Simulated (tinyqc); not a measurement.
# MOSFET in saturation, small-signal circuit and noise: several studies

Bias by the inversion coefficient IC = I/Ispec (charge-based model with velocity saturation; weak inversion below 0.1, strong above 10). Common-source circuit: gm, gds, Cgs, Cgd and Cj at the inner nodes, Rg in series with the gate; quasi-static, no source or drain resistance, no gate-body capacitance, no substrate network, no induced gate noise, so fmax is an upper estimate.

Inputs (values chosen for the exercise):
- T = 300 K (temperature)
- L = 65 nm (gate length)
- W = 10 um (total gate width)
- Cox = 1.48 uF/cm^2 (gate capacitance)
- mu = 120 cm^2/(V s) (mobility)
- n = 1.15 (slope factor)
- Ls = 15 nm (velocity-saturation length)
- sg = 0.063 (ratio gds/gm)
- Cov = 0.38 fF/um (overlap and fringe capacitance per side)
- Cj = 0.42 fF/um (drain junction capacitance)
- Rsh = 5 ohm (sheet resistance of the gate)
- Wf = 4 um (finger width)
- Rc = 300 ohm um (gate contact and vertical resistance)
- IC = 0.081 (inversion coefficient)
- gw = 0.05 (short-channel excess of the noise factor)
- Nt = 2.7e17 cm^-3 eV^-1 (oxide trap density)
- lt = 0.1 nm (tunnelling length into the oxide)
- ac = 3000 V s/C (Coulomb scattering coefficient)

Constants: q = 1.602176634e-19 C, kB = 1.380649e-23 J/K, Vt = kB T/q. Results are converted to the units shown.

Each table varies one quantity; the others keep the values above.

## Effect of the inversion coefficient on speed and noise

Ispec = 2 n mu Cox (W/L) Vt^2, lc = Ls/L, gms = [sqrt((lc IC + 1)^2 + 4 IC) - 1]/[2 + lc (lc IC + 1)], gm = gms Ispec/(n Vt), gds = sg gm. qs = [sqrt(1 + 4 IC) - 1]/2, Cgs = Cox W L qs (2 qs + 3)/(3 (qs + 1)^2) + Cov W, Cgd = Cov W, Cd = Cj W, Rg = Rsh (Wf/L)/(12 Nf) + Rc/W with Nf = W/Wf fingers (not rounded) contacted at both ends. fT = gm/(2 pi (Cgs + Cgd)), fmax = fT/(2 sqrt(Rg (gds + 2 pi fT Cgd))). Channel noise Sid = 4 kB T gam n gm with gam = (1/2 + (2/3) qs)/(1 + qs) + gw lc IC, qs = [sqrt(1 + 4 IC) - 1]/2, lc = Ls/L (the last term an empirical rise with velocity saturation); at the gate, white noise Sw = Sid/gm^2 + 4 kB T Rg. Number fluctuation with correlated mobility: S(f) = K/f, K = q^2 Vt lt Nt/(W L Cox^2) (1 + ac mu Cox I/gm)^2, Vt in eV with Nt per eV. Corner fc = K/Sw. IC is held fixed.

The same in every row: Rg (ohm) = 40.26.

Effect of the inversion coefficient on speed and noise:
```
IC    I (uA)  fT (GHz)  fmax (GHz)  sqrt(Sw) (nV/Hz^0.5)  fc (MHz)
0.03   1.260    0.8299       13.82                 15.34    0.5528
0.1    4.200     2.432       23.57                 8.791     1.686
0.3    12.60     5.680       35.77                 5.591     4.189
1      42.00     12.28       52.05                 3.716     9.610
3      126.0     22.35       69.62                 2.787     17.52
10     420.0     38.67       91.02                 2.268     28.09
30      1260     54.91       108.1                 2.175     34.90
```

Read the table: what changes, and by how much?

As IC goes from 0.03 to 30, fT rises from 0.830 to 54.9 GHz, fmax rises from 13.8 to 108 GHz, the white noise falls from 15.3 to 2.17 nV/Hz^0.5 and the corner rises from 0.553 to 34.9 MHz. For IC = 0.03 to 1 fmax exceeds 4 fT, where channel resistance and substrate losses, left out here, would cap it.

## Effect of the overlap and fringe capacitance per side on speed and noise

Same model as above.

Corner fc = K/Sw. IC is held fixed.

The same in every row: I (uA) = 3.4020; Rg (ohm) = 40.256; sqrt(Sw) (nV/Hz^0.5) = 9.6557; fc (MHz) = 1.3966.

Effect of the overlap and fringe capacitance per side on speed and noise:
```
Cov (fF/um)  fT (GHz)  fmax (GHz)
0.05           10.128      128.69
0.15           4.5905      51.205
0.25           2.9679      32.046
0.35           2.1928      23.329
0.45           1.7387      18.341
0.55           1.4404      15.112
0.65           1.2295      12.849
```

As Cov goes from 0.05 to 0.65 fF/um, fT falls from 10.1 to 1.23 GHz, fmax falls from 129 to 12.8 GHz, the white noise stays at 9.66 nV/Hz^0.5 and the corner stays at 1.40 MHz. In every row fmax exceeds 4 fT, where channel resistance and substrate losses, left out here, would cap it.

## Gains against frequency

Inner admittances at w = 2 pi f: y11 = i w (Cgs + Cgd), y12 = -i w Cgd, y21 = gm - i w Cgd, y22 = gds + i w (Cgd + Cd). Invert to Z, add Rg to Z11 and invert back to Y. |h21| = |Y21/Y11|; U = |Y21 - Y12|^2/(4 [Re Y11 Re Y22 - Re Y12 Re Y21]). MSG = |Y21/Y12|; stability factor k = [2 Re Y11 Re Y22 - Re(Y12 Y21)]/|Y12 Y21|.

The same in every row: f sqrt(U) (GHz) = 21.57.

Results:
```
f (GHz)  |h21| (dB)  U (dB)  MSG (dB)         k
0.02          40.14   60.66     23.44  0.004621
0.038         34.57   55.08     20.66  0.008779
0.071         29.14   49.65     17.94   0.01640
0.13          23.89   44.40     15.32   0.03002
0.47          12.77   33.23     9.757    0.1080
0.87          7.540   27.89     7.141    0.1972
1.6           2.617   22.59     4.680    0.3476
```

Estimate the missing row, f = 0.25 GHz.

Computed row:
```
f (GHz)  |h21| (dB)  U (dB)  MSG (dB)        k
0.25          18.22   38.72     12.48  0.05767
```

With this row back in the table: Over the table |h21| falls by 19.7 dB a decade, U by 20.0 and MSG by 9.86. The product f sqrt(U) stays at 21.6 GHz, against fmax = 21.6 GHz from the formula. k stays below one in all rows, so the device is only conditionally stable. In every row fmax exceeds 4 fT, where channel resistance and substrate losses, left out here, would cap it.

## Effect of the total gate width on speed and noise

Same model as above.

Corner fc = K/Sw. IC is held fixed.

The same in every row: fT (GHz) = 2.033; fmax (GHz) = 21.57; fc (MHz) = 1.397.

Effect of the total gate width on speed and noise:
```
W (um)  I (uA)  Rg (ohm)  sqrt(Sw) (nV/Hz^0.5)
2       0.6804     201.3                 21.59
4.3      1.463     93.62                 14.72
9.3      3.164     43.29                 10.01
20       6.804     20.13                 6.828
43       14.63     9.362                 4.656
93       31.64     4.329                 3.166
200      68.04     2.013                 2.159
```

What does the comparison show?

As W goes from 2 to 200 um, fT stays at 2.03 GHz, fmax stays at 21.6 GHz, the white noise falls from 21.6 to 2.16 nV/Hz^0.5 and the corner stays at 1.40 MHz. Current, gm and capacitances scale with W and Rg with 1/W, so the frequencies stay while both noise powers fall as 1/W. In every row fmax exceeds 4 fT, where channel resistance and substrate losses, left out here, would cap it.

Program tinyqc, `OMP_NUM_THREADS=1 python tinyqc.py 2150113 2150114 out.jsonl`; Intel Xeon 2.30GHz, shared host, one thread, about 0.01 s.
